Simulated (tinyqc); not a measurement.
Metal-induced gap states at the contact of a metal chain and a two-band chain: sweeps and comparisons. A value that a table varies takes the place of the one given here.

The semiconductor alternates sites A at -Eg/2 and C at +Eg/2 with hopping -t; the gap runs from -Eg/2 to Eg/2. In the gap cosh(q a) = 1 + (Eg^2/4 - E^2)/(2 t^2) and the amplitude changes by -exp(-q a) a period. The metal has site energy 0 and hopping -tm; its end site has g_m = (E - i sqrt(4 tm^2 - E^2))/(2 tm^2). Sites 1, 2, ... count into the semiconductor, with energies e1, e2 alternating. The clean half chain has g1 = 1/(E - e1 - t^2 g2), g2 = 1/(E - e2 - t^2 g1), decaying root. With the contact G11 = 1/(1/g1 - tc^2 g_m), and the density on site j is -Im G_jj/pi = |psi_j/psi_1|^2 (-Im G11/pi), per spin, with psi_2/psi_1 = -t g2, psi_3/psi_2 = -t g1.

Constants: e^2/(4 pi eps0) = 14.39964547 eV angstrom.

Inputs chosen for the exercise (gap and optical dielectric constant near those of SiO2; the chain itself is a model; shifted at random, so the results belong to these values and not to a real crystal):
```
symbol  value  unit      meaning
Eg      9.43   eV        gap
t       2.61   eV        hopping in the semiconductor
tm      3.41   eV        hopping in the metal
tc      2.49   eV        hopping across the contact
end     A                site that touches the metal
a       3.1    angstrom  period (two sites); one chain for each area a^2
eps     2.2              dielectric constant
E       1.28   eV        energy from mid-gap
```

## Across the gap

E = f Eg. Share on C: the part of the summed density that lies on C sites, whose orbitals make the conduction edge.

Gap states:
```
f      E (eV)  xi = 1/(2q) (angstrom)  D1 (1/eV)  D2 (1/eV)  sum (1/eV)  share on C
-0.48  -4.526                    3.10     0.0923     0.0011      0.1477       0.012
-0.40  -3.772                    1.49     0.0575     0.0023      0.0684       0.038
-0.30  -2.829                    1.15     0.0385     0.0025      0.0440       0.061
-0.15  -1.415                    0.99     0.0237     0.0027      0.0276       0.102
0.00    0.000                    0.96     0.0153     0.0030      0.0191       0.165
0.15    1.415                    0.99     0.0098     0.0038      0.0143       0.281
0.30    2.829                    1.15     0.0057     0.0060      0.0125       0.511
0.40    3.772                    1.49     0.0032     0.0103      0.0154       0.761
0.48    4.526                    3.10     0.0009     0.0259      0.0423       0.967
```

The decay length xi of the density is shortest at mid-gap, 0.96 angstrom, and grows to 3.1 near the edges. The summed density is least at f = 0.3 (0.0125) and largest at f = -0.48 (0.1477 1/eV). The share on C goes from 0.01 to 0.97 and passes one half near f = +0.293, a point that depends on which site ends the chain. The states turn from valence-like to conduction-like across the gap; the branch point, where the decay is fastest, lies at mid-gap in this symmetric chain and is the usual estimate of the neutrality level.

## Wider gaps pin less

E = 0; Eg is varied and eps follows 1 + (eps0 - 1)(Eg0/Eg), with the given Eg and eps as Eg0 and eps0. xi = 1/(2q), N = 2 (summed density)/a^2, S = 1/(1 + 4 pi e^2 N xi/eps).

Against the gap:
```
Eg (eV)    eps  xi (angstrom)  summed density (1/eV)      S  S at fixed eps
0.50     23.63          16.19                 0.5868  0.062           0.006
0.75     16.09          10.80                 0.3875  0.093           0.014
1.10     11.29           7.37                 0.2605  0.135           0.030
1.50      8.54           5.41                 0.1878  0.182           0.054
2.30      5.92           3.55                 0.1180  0.273           0.123
3.40      4.33           2.42                 0.0754  0.386           0.242
5.50      3.06           1.53                 0.0414  0.561           0.479
9.00      2.26           0.99                 0.0205  0.747           0.742
```

From Eg = 0.5 to 9 eV xi falls by a factor 16.3 and the summed density by 28.6, so at fixed eps S rises from 0.01 to 0.74. The weaker screening of wide-gap solids works against this: with it S goes from 0.06 to 0.75.

## Weakening the contact bond

At the given E, tc is varied, as by a thin spacer. xi = 1/(2q), N = 2 (summed density)/a^2, S = 1/(1 + 4 pi e^2 N xi/eps) with xi and eps kept.

Against tc:
```
tc (eV)  D1 (1/eV)  summed density (1/eV)       S
0.10       0.00002                0.00002  0.9996
0.25       0.00010                0.00014  0.9976
0.50       0.00040                0.00057  0.9904
0.80       0.00103                0.00147  0.9758
1.20       0.00235                0.00334  0.9466
1.80       0.00536                0.00763  0.8859
2.50       0.01034                0.01473  0.8009
3.50       0.01873                0.02668  0.6895
```

For a weak bond the density goes as tc^2 (ratio 6.25 between 0.25 and 0.1 eV, against 6.25). It is largest at tc = 3.5 eV among these rows, the end of the table; the peak may lie just before or beyond it. S is 1.000 at 0.1 eV and has its least value, 0.690, in that row.

## What each parameter does

xi = 1/(2q), summed density, and S = 1/(1 + 4 pi e^2 N xi/eps), N = 2 (summed density)/a^2. Each row changes one parameter from the base and keeps the others.

Results:
```
case            xi (angstrom)  summed density (1/eV)       S
base                    0.986                0.01461  0.8021
Eg = 10.373 eV          0.907                0.01268  0.8356
t = 2.871 eV            1.069                0.01430  0.7927
tm = 3.751 eV           0.986                0.01325  0.8172
tc = 2.739 eV           0.986                0.01754  0.7716
eps = 2.42              0.986                0.01461  0.8168
end = C                 0.986                0.02653  0.6907
```

The largest shifts from the base row, up to three for each result and ties (the steps differ in size, so this ranks the rows, not the parameters). xi (angstrom): t +0.083, Eg -0.080; unchanged at the printed digits by tm, tc, eps and end. summed density (1/eV): end +0.01192, tc +0.00293, Eg -0.00194; unchanged at the printed digits by eps. S: end -0.1114, Eg +0.0335, tc -0.0306. The decay length belongs to the semiconductor alone; the metal and the contact set only the amplitude.

(tinyqc, `OMP_NUM_THREADS=1 python tinyqc.py 1480789 1480790 out.jsonl`, Intel(R) Xeon(R) Processor @ 2.30GHz, 1 thread, shared host, about 0.01 s.)
